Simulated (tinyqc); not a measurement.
# Electron mobility in a silicon inversion layer, empirical terms and Matthiessen rule, step by step

Program tinyqc, `OMP_NUM_THREADS=1 python tinyqc.py 2510149 2510150 out.jsonl`; Intel Xeon 2.30GHz, shared host, one thread, about 0.01 s. Printed values are rounded.

Inversion layer of sheet density Ns on a uniformly doped body. The mobility terms are empirical power laws with prefactors chosen for the exercise; adding their inverses (Matthiessen) is itself an approximation.

Parameters, values chosen for the exercise; material values close to those of silicon:

| symbol | value | unit | meaning |
|---|---|---|---|
| T | 400 | K | temperature |
| Eg | 1.14 | eV | band gap |
| eps_r | 11.8 |  | relative permittivity of the semiconductor |
| Nc | 4.34e19 | cm^-3 | conduction-band density of states at T |
| Nv | 4.05e19 | cm^-3 | valence-band density of states at T |
| Nb | 2e17 | cm^-3 | body doping |
| Vsb | 0.3 | V | reverse body bias |
| eta | 0.5 |  | weight of the inversion charge in the effective field |
| Cox | 2.18 | uF/cm^2 | gate capacitance |
| Ap | 474 | cm^2/(V s) | phonon-limited mobility at 1 MV/cm and 300 K |
| As | 651 | cm^2/(V s) | roughness-limited mobility at 1 MV/cm |
| gs | 2 |  | exponent of the roughness term |
| Ac | 2000 | cm^2/(V s) | Coulomb prefactor |
| Nit | 1.4e12 | cm^-2 | charge at the interface |
| Ns | 9.4e11 | cm^-2 | inversion density |
| WL | 10 |  | ratio W/L |
| Vd | 0.01 | V | drain voltage |
| I | 1.68 | uA | measured linear current |

Constants: q = 1.602176634e-19 C, kB = 1.380649e-23 J/K, Vt = kB T/q, eps0 = 8.8541878128e-14 F/cm where lengths are in cm. Results are converted to the units shown.

## Depletion charge and effective field

ni = sqrt(Nc Nv) exp(-Eg/(2 Vt)), Eg in volts; Ndep = sqrt(2 eps0 eps_r Nb (2 Vt ln(Nb/ni) + Vsb)/q); E = q (Ndep + eta Ns)/(eps0 eps_r), in MV/cm.

ni = 2.75923e12 cm^-3
Ndep = 1.67181e12 cm^-2
E = 0.328443 MV/cm

The depletion charge gives 78.1 % of the field.

## Mobility terms and their sum

With t = T/(300 K): muC = Ac (Ns/1e12 cm^-2) t/(Nb/1e17 cm^-3 + Nit/1e11 cm^-2), muP = Ap E^(-1/3) t^(-1.75), muS = As E^(-gs); 1/mu is the sum of the inverses.

terms (cm^2/(V s)): Coulomb 156.667, phonon 415.256, roughness 6034.77
mu = 111.647 cm^2/(V s)
shares of 1/mu (%): Coulomb 71.2637, phonon 26.8862, roughness 1.85005

The Coulomb term limits most.

## Iteration 1: inversion density for the measured current

Ns at the start = 1.4e12 cm^-2

I = (W/L) q Ns mu Vd. E = q (Ndep + eta Ns)/(eps0 eps_r) in MV/cm. With t = T/(300 K): muC = Ac (Ns/1e12 cm^-2) t/(Nb/1e17 cm^-3 + Nit/1e11 cm^-2), muP = Ap E^(-1/3) t^(-1.75), muS = As E^(-gs); 1/mu is the sum of the inverses. Ns(new) = I/((W/L) q mu Vd).

E = 0.363713 MV/cm
mu = 143.259 cm^2/(V s)
Ns after iteration 1 = 7.31942e11 cm^-2

## Iteration 2: inversion density for the measured current

As before.

E = 0.312490 MV/cm
mu = 93.3194 cm^2/(V s)
Ns after iteration 2 = 1.12364e12 cm^-2

## Course of the iteration: inversion density for the measured current

Stop when Ns changes by less than 1e5 cm^-2, or after 120 iterations.

Course of the iteration:
```
iteration  Ns (cm^-2)  |change| (cm^-2)
1          7.31942e11           6.68e11
2          1.12364e12           3.92e11
3          8.34885e11           2.89e11
4          1.02053e12           1.86e11
5          8.88606e11           1.32e11
6          9.76473e11           8.79e10
7          9.15203e11           6.13e10
8          9.56636e11           4.14e10
9          9.28013e11           2.86e10
...               ...               ...
35         9.39519e11            1.52e6
36         9.39520e11            1.04e6
37         9.39519e11            7.15e5
38         9.39520e11            4.90e5
39         9.39519e11            3.35e5
40         9.39520e11            2.30e5
41         9.39519e11            1.57e5
42         9.39520e11            1.08e5
43         9.39520e11            7.39e4
```

Converged in 43 iterations. At the end each change is about 0.68 times the one before, with alternating sign: linear convergence.

## Split C-V extraction

```
point  Vg (V)  Cgc (uF/cm^2)      I (uA)
0         0.2     0.00109241  2.34251e-7
1         0.3      0.0108739  2.32912e-5
2         0.4       0.104057  0.00220600
3         0.5       0.727831    0.140505
4         0.6        1.81736     2.05449
5         0.7        2.13735     6.75392
6         0.8        2.17566     11.9757
7         0.9        2.17956     16.6751
8           1        2.17996     20.6522
9         1.1        2.18000     23.9249
10        1.2        2.18000     26.5672
11        1.3        2.18000     28.6644
12        1.4        2.18000     30.2985
```

Q(Vg) is the trapezoid sum of Cgc from the first point (where Q is taken as 0); mu_eff = I/((W/L) Q Vd); mu_FE = (dI/dVg)/((W/L) Cox Vd) with a backward difference. Listed from point 4 on.

```
point  Q (uC/cm^2)  mu_eff (cm^2/(V s))  mu_FE (cm^2/(V s))
4         0.175199              117.266             87.7975
5         0.372934              181.102             215.570
6         0.588585              203.466             239.532
7         0.806346              206.799             215.569
8          1.02432              201.619             182.436
9          1.24232              192.583             150.123
10         1.46032              181.927             121.207
11         1.67832              170.793             96.2034
12         1.89632              159.775             74.9576
```

At the last point mu_FE is 53 % below mu_eff: where the mobility falls with gate voltage the slope of I understates it.
